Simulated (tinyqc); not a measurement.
Froehlich polaron in a polar crystal: one step, computed by the program tinyqc.

One electron in a parabolic band of mass m*, coupled to dispersionless LO phonons in the continuum model. Energies are in units of hbar omega unless marked, wave numbers in k_0 = sqrt(2 m* omega/hbar).

Task: Coupling constant and length scale. 1/eps* = 1/eps_inf - 1/eps_s; k_0 = sqrt(2 m* omega/hbar) = sqrt(m* hbar omega / (hbar^2/(2 m_0))) with m* in m_0; alpha = (e^2/(4 pi eps_0)) k_0/(2 eps* hbar omega); polaron length 1/k_0.

Inputs (values chosen for the exercise, modelled on silicon carbide): band mass m* = 0.361 m_0; LO phonon energy hbar omega = 123 meV; eps_inf = 6.61; static dielectric constant eps_s = 9.66.

Constants: hbar^2/(2 m_0) = 3.80998212 eV angstrom^2; e^2/(4 pi eps_0) = 14.39964548 eV angstrom.

Give: eps*; k_0; coupling constant alpha; polaron length 1/k_0.

Result:

eps* = 20.94

k_0 = 0.1080 1/angstrom

coupling constant alpha = 0.3018

polaron length 1/k_0 = 9.263 angstrom

Weak coupling: perturbation theory should serve.
